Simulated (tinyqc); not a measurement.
Effective-mass impurity with a central-cell term, in a basis of Slater functions: one step, computed by the program tinyqc. Command: `OMP_NUM_THREADS=1 python tinyqc.py 3028117 3028118 out.jsonl centralcell walk`. One thread of a shared host (Intel(R) Xeon(R) Processor @ 2.30GHz), about 0.01 s of CPU time with the checks.

The envelope obeys H = -nabla^2 - (2/r) [Z + A exp(-kappa r)] in effective units, with kappa = a*/lambda; positive A deepens the well near the core.

Task: Generalised eigenproblem. (T + V + W) c = E S c with c^T S c = 1 and the largest component positive.

Inputs (values chosen for the exercise, for a model semiconductor): charge Z of the core = 2.

Impurity: acceptor, one isotropic band.

kinetic T (Ry*):
```
           1          2
1       0.09  0.1634647
2  0.1634647     0.5184
```

Coulomb V (Ry*):
```
           1          2
1       -1.2  -1.543833
2  -1.543833      -2.88
```

central cell W (Ry*):
```
             1            2
1  0.003036902  0.009266882
2  0.009266882   0.02878442
```

overlap S:
```
          1         2
1  1.000000  0.756781
2  0.756781  1.000000
```

Give: two lowest levels; coefficients of the lowest state; <T>; <W>.

Result:

two lowest levels (Ry*): -2.548  -0.645

coefficients of the lowest state: -0.515  1.331

<T> = 0.7186 Ry*

<W> = 0.03912 Ry*

Caution: the effective Bohr radius is only a few bond lengths, so the envelope approximation is rough.
